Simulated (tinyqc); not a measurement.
## Vertical double-diffused power MOSFET, components of the on-resistance: On-resistance against the temperature

Stripe cells of pitch Wp + a, two channels a cell. Current flows through the channels, spreads in the accumulation layer, passes the gap between the p bodies and spreads at 45 degrees into the drift layer below them. Low drain voltage, full ionisation.

Triangular field at breakdown with Ec = Kc N^(1/8): BV = eps0 eps_r Ec^2/(2 q N), so N = (eps0 eps_r Kc^2/(2 q BV))^(4/3); W = 2 BV/Ec; mu = mud (T/300 K)^(-bt); rho = 1/(q mu N); ideal resistance rho W. Pitch p = Wp + a, Cox = 3.9 eps0/tox; zero-bias depletion in the gap w0 = sqrt(2 eps0 eps_r Vbi/(q N Nj)), open gap g = a - 2 w0; R_ch = Lc p/(2 mch Cox Vov); R_acc = 0.6 a p/(4 mac Cox Vov), 0.6 being an empirical factor for current leaving the layer along its length; R_gap = (rho/Nj) xp p/g; spreading depth t = min(W, (p - g)/2); R_drift = (rho p/2) ln((g + 2 t)/g) + rho (W - t); R_on = the sum with Rs.

Inputs (values chosen for the exercise); bulk values close to those of silicon:

| symbol | value | unit | meaning |
|---|---|---|---|
| eps_r | 11.8 |  | relative permittivity |
| Kc | 4030 | V/cm per (cm^-3)^(1/8) | critical-field constant |
| BV | 200 | V | rated breakdown voltage of the drift layer |
| mud | 1210 | cm^2/(V s) | drift mobility at 300 K |
| bt | 2.4 |  | temperature exponent of the drift mobility |
| tox | 49 | nm | gate oxide thickness (eps_r 3.9) |
| Vov | 7 | V | gate overdrive |
| mch | 310 | cm^2/(V s) | channel mobility |
| mac | 570 | cm^2/(V s) | accumulation-layer mobility |
| Lc | 0.8 | um | channel length |
| Wp | 2.6 | um | width of the p body in one cell, channels included |
| a | 1.3 | um | gap between neighbouring p bodies |
| xp | 0.8 | um | depth of the p body |
| Nj | 2 |  | doping of the gap over the drift doping |
| Vbi | 0.761 | V | built-in voltage of the body junction |
| Rs | 0.41 | mohm cm^2 | substrate and contact resistance |

Constants: q = 1.602176634e-19 C, eps0 = 8.8541878128e-14 F/cm where lengths are in cm. Results are converted to the units shown.

The same in every row: R_ch (mohm cm^2) = 0.1020; R_acc (mohm cm^2) = 0.02705.

Results:
```
T (K)  R_gap (mohm cm^2)  R_drift (mohm cm^2)  R_on (mohm cm^2)  ideal (mohm cm^2)  largest term
250                1.392                3.165             5.096              2.426         drift
290                1.988                4.519             7.046              3.464         drift
370                3.567                8.109             12.22              6.217         drift
410                4.564                10.37             15.48              7.953         drift
450                5.707                12.97             19.22              9.944         drift
490                7.001                15.91             23.45              12.20         drift
```

Estimate the missing row, T = 330 K.

Computed row:
```
T (K)  R_gap (mohm cm^2)  R_drift (mohm cm^2)  R_on (mohm cm^2)  ideal (mohm cm^2)  largest term
330                2.711                6.162             9.412              4.724         drift
```

With this row back in the table: R_on rises from 5.10 to 23.5 mohm cm^2. The drift term is the largest at T = 250 and in all other rows. R_on is 2.10 times the ideal drift resistance in the first row and 1.92 times in the last. Only the drift mobility depends on T in this model.

Computed by the program tinyqc: `OMP_NUM_THREADS=1 python tinyqc.py 2230036 2230037 out.jsonl`, one thread of a shared Intel Xeon 2.30GHz, about 0.01 s for the whole run.
